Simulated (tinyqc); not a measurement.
From one set of inputs to another, one input at a time: spin coating of a resist or spin-on film: centrifugal thinning, evaporation and the final thickness (Emslie and Meyerhofer models). Computed by tinyqc, a small Python program. Command: `OMP_NUM_THREADS=1 python tinyqc.py 3113529 3113530 out.jsonl spincoat ladder`. One thread of a shared host (Intel(R) Xeon(R) Processor @ 2.30GHz), about 0.2 s of CPU time with the checks.

A Newtonian film stays uniform over the wafer; solvent and solids have the same density and the concentration is uniform through the thickness.

The inputs printed are set A. Inputs not listed in the table keep their values of set A, so the rows need not describe a real material.

Inputs (values chosen for the exercise, of the order of those of a polymer resist in an ester solvent):
```
quantity,value,unit
solids volume fraction c0,0.27,-
kinematic viscosity of the solvent nu_s,0.7,mm^2/s
viscosity constant k,4700,mm^2/s
viscosity exponent gamma,3.4,-
spin speed f,3000,rpm
evaporation rate at 1000 rpm e0,0.053,micrometre/s
starting thickness h0,300,micrometre
wafer radius R,50,mm
shrinkage in the bake,11,%
```

Method:
- omega = 2 pi f/60; nu(c) = nu_s + k c^gamma; evaporation rate e = e0 sqrt(f/1000 rpm).
- Flow constant K = 2 omega^2/(3 nu(c0)); Reynolds number of the air omega R^2/nu_air with nu_air = 15 mm^2/s.
- Meyerhofer estimate: flow rules until (1 - c0) K h^3 = e, then evaporation alone: h_w = (e/((1 - c0) K))^(1/3), dry film c0 h_w.
- Full model for solids s and liquid l per area, h = s + l, c = s/h: ds/dt = -c Q, dl/dt = -(1 - c) Q - e, Q = 2 omega^2 h^3/(3 nu(c)); integrated adaptively (relative tolerance 1e-9) until l = 0.
- Dry film = s at l = 0, before the bake; film after the bake = s x (1 - shrinkage).

Each row keeps all changes above it:
```
input moved,from,to,time to dry (s),"dry film, estimate (nm)",wet thickness h_w (micrometre)
set A,-,-,49.9,1278,4.73
spin speed f (rpm),3000,1500,99.9,1807,6.69
viscosity exponent gamma,3.4,2,174.3,3318,12.29
viscosity constant k (mm^2/s),4700,3000,150.2,2858,10.59
evaporation rate at 1000 rpm e0 (micrometre/s),0.053,0.56,31.1,6271,23.23
solids volume fraction c0,0.27,0.33,33.1,9013,27.31
kinematic viscosity of the solvent nu_s (mm^2/s),0.7,1.3,33.1,9019,27.33
```

Time to dry goes from 49.9 to 33.1, a factor 0.663 in all. The largest single move comes from evaporation rate at 1000 rpm e0 (a factor 0.207), and spin speed f works against it (a factor 2.00). dry film, estimate goes from 1280 to 9020, a factor 7.06 in all. The largest single move comes from evaporation rate at 1000 rpm e0 (a factor 2.19), and viscosity constant k works against it (a factor 0.861). wet thickness h_w goes from 4.73 to 27.3, a factor 5.77 in all. The largest single move comes from evaporation rate at 1000 rpm e0 (a factor 2.19), and viscosity constant k works against it (a factor 0.861). The single moves hold for this order of the switches; the total does not depend on the order.

Extremes, crossings and ranges named in words are read from the listed rows.
